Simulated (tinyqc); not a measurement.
Density of states of one tight-binding band on the simple cubic lattice: one step. Energies on the mesh. Two cases, with inputs chosen for the exercise.

Task: Evaluate the band at all 125 points and collect equal values.

E(k) = -2 t (c1 + c2 + c3) - 4 t2 (c1 c2 + c2 c3 + c3 c1) with ci = cos(2 pi ki); k in fractions of the reciprocal vectors, mesh k_i = j/N with j = 0 .. N-1. Densities are per cell and per spin, so the band holds one state.

Give: Distinct energies.

Case 1.

Values chosen: t = 1.98 eV (nearest hopping); t2 = 0.17 eV (second hopping); N = 5 (mesh points along each axis).

Result:

Distinct energies:
```
E_k (eV)  points
-13.9200       1
-10.2440       6
-6.8926       12
-4.2960        6
-3.8659        8
-1.4700       24
1.0314        24
3.1026        12
5.0786        24
8.2759         8
```

The 125 points give 10 distinct energies between -13.9200 and 8.2759 eV; a dense mesh gives a band from -13.920 to 9.840 eV.

Case 2.

Values chosen: t = 1.06 eV (nearest hopping); t2 = 0.05 eV (second hopping); N = 5 (mesh points along each axis).

Result:

Distinct energies:
```
E_k (eV)  points
-6.9600        1
-5.2187        6
-3.5729       12
-2.4013        6
-2.0226        8
-0.9100       24
0.4858        24
1.5029        12
2.7442        24
4.7526         8
```

The 125 points give 10 distinct energies between -6.9600 and 4.7526 eV; a dense mesh gives a band from -6.960 to 5.760 eV.

Computed by tinyqc, one run a case: `OMP_NUM_THREADS=1 python tinyqc.py N N+1 out.jsonl` with N = 1650244, 1651561; one thread of a shared Intel(R) Xeon(R) Processor @ 2.30GHz, about 0.3 s a run at most.
